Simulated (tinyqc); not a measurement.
Inside a calculation. Model: formation energy of a charged point defect from supercell energies. Computed by tinyqc, a small Python program that keeps every step. Command: `OMP_NUM_THREADS=1 python tinyqc.py 3017020 3017021 out.jsonl formation walk`. One thread of a shared host (Intel(R) Xeon(R) Processor @ 2.30GHz), about 0.01 s of CPU time with the checks. Intermediate numbers are printed to about 5 digits and carried at full precision; extremes and crossings named in words are read from the listed rows.

The host is a compound AB. Making the defect adds n_A = -1, n_B = 0 atoms to the cell. All total energies are inputs. E_F is counted from the valence-band maximum (VBM); x = 0 is A-rich and x = 1 B-rich growth.

Inputs (values chosen for the exercise, with gap and screening modelled on ZnSe):
```
quantity                       value      unit
gap E_g                         2.66        eV
E_VBM of the host cell         2.994        eV
potential alignment dV          -0.1        eV
dielectric constant eps         8.81         -
cell length L                   20.3  angstrom
mu_A of the pure element      -5.981        eV
formation enthalpy dH of AB    -2.16        eV
growth condition x              0.38         -
Fermi level E_F                0.492        eV
temperature T                   1400         K
site density N_s             2.7e+22     cm^-3
```

Defect: vacancy of A. Supercell lattice: fcc.

charge states q: 2  1  0

E(defect, q) - E(host), in the order of q (eV): -0.009  4.023  8.363

Constants: e^2/(4 pi eps_0) = 14.39964548 eV angstrom; k_B = 8.617333262e-05 eV/K.

## Chemical potentials

dmu_A = x dH and dmu_B = (1 - x) dH, so that dmu_A + dmu_B = dH; mu = mu(element) + dmu. The reservoir term is sum n_i mu_i.

dmu_A = -0.8208 eV

dmu_B = -1.3392 eV

sum n_i mu_i = 6.8018 eV

## Image-charge corrections

Image-charge correction of a point charge in a neutralising background: E_corr = q^2 alpha e^2/(4 pi eps_0) / (2 eps L), alpha = 2.888282 for a fcc array with L the cube root of the volume.

E_corr (eV): (q=+2) 0.46510, (q=+1) 0.11628, (q=0) 0.00000

## Formation energies at E_F = 0

E_f(q, E_F) = [E(defect, q) - E(host)] - sum n_i mu_i + q (E_VBM + dV + E_F) + E_corr(q).

E_f(q, 0) (eV): (q=+2) -0.5577, (q=+1) 0.2315, (q=0) 1.5612

Caution: E_f at E_F = 0 is negative for at least one charge state, so in equilibrium E_F cannot reach the valence-band maximum.

## Transition levels and the lower envelope

eps(q/q') = [E_f(q', 0) - E_f(q, 0)]/(q - q'). U of state q is eps(q/q-1) - eps(q+1/q). The stable state at each E_F is the lowest line E_f(q, 0) + q E_F.

One-electron levels above the VBM (eV):
```
level    energy  U of the state between this level and the next
(+2/+1)  0.7892                                         0.54055
(+1/0)   1.3297                                               -
```

Stable states:
```
q   from E_F (eV)  to E_F (eV)
+2         0.0000       0.7892
+1         0.7892       1.3297
0          1.3297       2.6600
```

Stable in the gap, from the VBM up: +2, +1, 0.

## The first and the last level

eps(q/q-1) = E_f(q - 1, 0) - E_f(q, 0).

level (+2/+1) = 0.78917 eV

level (+1/0) = 1.3297 eV

## Concentrations at the given E_F and T

E_f(q, E_F) = E_f(q, 0) + q E_F. c_q = N_s exp(-E_f(q, E_F)/k_B T), with all degeneracy factors one and no vibrational entropy.

Charge states:
```
q   E_f (eV)  c_q (cm^-3)       share
+2    0.4263   7.8839e+20  9.2145e-01
+1    0.7235   6.7138e+19  7.8469e-02
0     1.5612   6.4758e+16  7.5688e-05
```

lowest formation energy = 0.42630 eV

total concentration = 8.5559e+20 cm^-3

mean charge = 1.9214 e

State +2 holds 92.1 % of the defects. Caution: more than 1 % of the sites are defective, beyond the dilute limit.

## Fermi level and growth conditions

Each entry is the lowest E_f over q.

Lowest formation energy (eV):
```
E_F (eV)  stable q  A-rich, x = 0  x = 0.5  B-rich, x = 1
0.000           +2         0.2631  -0.8169        -1.8969
0.332           +2         0.9271  -0.1529        -1.2329
0.665           +2         1.5931   0.5131        -0.5669
0.998           +1         2.0503   0.9703        -0.1097
1.330            0         2.3820   1.3020         0.2220
1.662            0         2.3820   1.3020         0.2220
1.995            0         2.3820   1.3020         0.2220
2.328            0         2.3820   1.3020         0.2220
2.660            0         2.3820   1.3020         0.2220
```

Going from A-rich to B-rich growth shifts every line by -2.160 eV and moves no transition level. The slope of the envelope is the stable charge, so E_f is highest in the rows from E_F = 1.33 to 2.66 eV, where the neutral state is stable: the defect forms most easily in p-type material. Under B-rich growth E_f turns negative for part of the gap, so in equilibrium E_F cannot enter that part.

## What the corrections do to the levels

Levels eps(q/q-1) with the terms q dV and E_corr left out or kept.

Levels above the VBM (eV):
```
level      raw  with alignment  with image charge  with both
(+2/+1)  1.038           1.138             0.6892     0.7892
(+1/0)   1.346           1.446             1.2297     1.3297
```

Alignment moves every level by -dV = +0.100 eV. The image term moves eps(q/q-1) by (1 - 2q) E_corr(1): (+2/+1) by -0.349, (+1/0) by -0.116 eV, donor levels down and acceptor levels up. It adds 2 E_corr(1) = 0.233 eV to every U.

Checks made by the program: envelope against a direct minimum on a grid (relative difference below 1e-10).
